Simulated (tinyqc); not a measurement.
Piezoresistors in the (001) plane of a cubic crystal: two steps of the calculation.

Plane stress in crystal axes x = [100], y = [010]. First-order piezoresistance: d rho_xx/rho = p11 sxx + p12 syy, d rho_yy/rho = p12 sxx + p11 syy, d rho_xy/rho = p44 sxy; a resistor along d = (cos th, sin th) changes by dR/R = d.(d rho/rho).d. Changes of geometry and second-order terms are left out.

Inputs (values chosen for the exercise); coefficients close to those of lightly doped n-type silicon:
```
symbol  value        unit                          meaning
p11      -104  x 1e-11/Pa       piezoresistive coefficient
p12      53.6  x 1e-11/Pa       piezoresistive coefficient
p44     -13.9  x 1e-11/Pa       piezoresistive coefficient
th       22.5         deg  angle of the current from [100]
Sx        -76         MPa                       stress sxx
Sy         86         MPa                       stress syy
St        -73         MPa                 shear stress sxy
E         180         GPa      Young's modulus along [110]
```

Problem 1. Change of the resistivity tensor. As in the introduction.

Find: d rho/rho.

Solution 1.

d rho/rho (%):

|  | x | y |
|---|---|---|
| x | 12.51 | 1.01 |
| y | 1.01 | -13.02 |

Problem 2. Longitudinal and transverse coefficients. For uniaxial stress along or across the current: pL = p11 - (A/2) sin^2(2 th), pT = p12 + (A/2) sin^2(2 th), A = p11 - p12 - p44. Gauge factor along [110]: E (p11 + p12 + p44)/2.

Give: A; pL; pT; gauge factor.

Solution 2.

A = -143.70 x 1e-11/Pa
pL = -68.075 x 1e-11/Pa
pT = 17.675 x 1e-11/Pa
gauge factor = -57.870

Numbers from tinyqc (`OMP_NUM_THREADS=1 python tinyqc.py 2530116 2530117 out.jsonl`; about 0.01 s on one thread of a shared Intel Xeon 2.30GHz).
